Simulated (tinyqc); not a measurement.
Input admittance of a MOSFET at zero drain bias: distributed channel and distributed gate: input impedance against frequency.

Source and drain grounded, strong inversion, w = 2 pi f, Cox = eps0 eox/tox. The channel is an RC line of resistance 1/(mu Cox Vo) per square fed from both ends, so one finger has the intrinsic admittance y = i w Cox L tanh(g)/g per width, g = (1/2) sqrt(i w tau), tau = L^2/(mu Vo). The vertical resistance rv/L is in series with y, the overlaps 2 i w Cov in parallel: y_t = 1/(1/y + rv/L) + 2 i w Cov. The gate strip is a line of Rsh/L per length loaded by y_t, so a finger has Y = y_t Wf tanh(k)/k, k = (Wf/sd) sqrt(y_t Rsh/L); the device has Nf Y.

Low-frequency limits, with c = Cox L and ct = c + 2 Cov: R_strip = Rsh Wf/(3 sd^2 L Nf), R_ch = (c/ct)^2 L/(12 mu Cox Vo Wf Nf), R_vert = (c/ct)^2 rv/(L Wf Nf), C = ct Wf Nf. Z = 1/(Nf Y) = R + 1/(i w C), Q = |Im Z|/R, far-point signal |1/cosh k|.

Values chosen for this exercise; values of the order met in silicon radio-frequency transistors: relative permittivity of the gate insulator (close to silicon nitride) eox = 7.38; insulator thickness tox = 4.2 nm; channel length L = 1.1 um; finger width Wf = 1.1 um; number of fingers Nf = 64; channel mobility mu = 150 cm^2/(V s); gate overdrive Vo = 0.65 V; sheet resistance of the gate Rsh = 29 ohm/square; vertical resistivity of the gate stack rv = 0 ohm um^2; number of ends at which a finger is contacted sd = 1; overlap and fringe capacitance on each side Cov = 0.36 fF/um.

Constants: eps0 = 8.8541878128e-14 F/cm where lengths are in cm. Results are converted to the units shown.

The same in every row: low-frequency R (ohm) = 8.0557.

Result of one run:

| w tau | \|k\| | R (ohm) | C (fF) | Q | signal at the far point |
|---|---|---|---|---|---|
| 155.95 | 0.36318 | 2.1739 | 286.54 | 1.2775 | 0.96151 |

Which frequency f gave this result: 0.05, 3, 60 or 200 GHz?

f = 200 GHz.

The whole series:

| f (GHz) | w tau | \|k\| | R (ohm) | C (fF) | Q | signal at the far point |
|---|---|---|---|---|---|---|
| 0.05 | 0.038988 | 0.013369 | 8.0557 | 1255.5 | 314.72 | 1.0000 |
| 0.1 | 0.077976 | 0.018906 | 8.0557 | 1255.5 | 157.36 | 1.0000 |
| 0.4 | 0.31190 | 0.037804 | 8.0553 | 1255.3 | 39.348 | 0.99998 |
| 1 | 0.77976 | 0.059700 | 8.0532 | 1254.3 | 15.756 | 0.99989 |
| 3 | 2.3393 | 0.10224 | 8.0333 | 1244.6 | 5.3060 | 0.99904 |
| 8 | 6.2381 | 0.15647 | 7.9001 | 1183.7 | 2.1275 | 0.99486 |
| 20 | 15.595 | 0.20288 | 7.2082 | 941.76 | 1.1723 | 0.98687 |
| 60 | 46.786 | 0.25764 | 4.5864 | 511.17 | 1.1314 | 0.97861 |
| 200 | 155.95 | 0.36318 | 2.1739 | 286.54 | 1.2775 | 0.96151 |

R falls from 8.06 to 2.17 ohm and C falls from 1260 to 287 fF. Q goes as f^(-1.00) between the first two rows and f^(0.10) between the last two, where w tau = 156 and |k| = 0.363. The low-frequency limits hold both R and C within 5 % up to f = 3 GHz among the rows.

Computed by the program tinyqc: `OMP_NUM_THREADS=1 python tinyqc.py 2262238 2262239 out.jsonl`, one thread of a shared Intel Xeon 2.30GHz, about 0.01 s for the whole run.
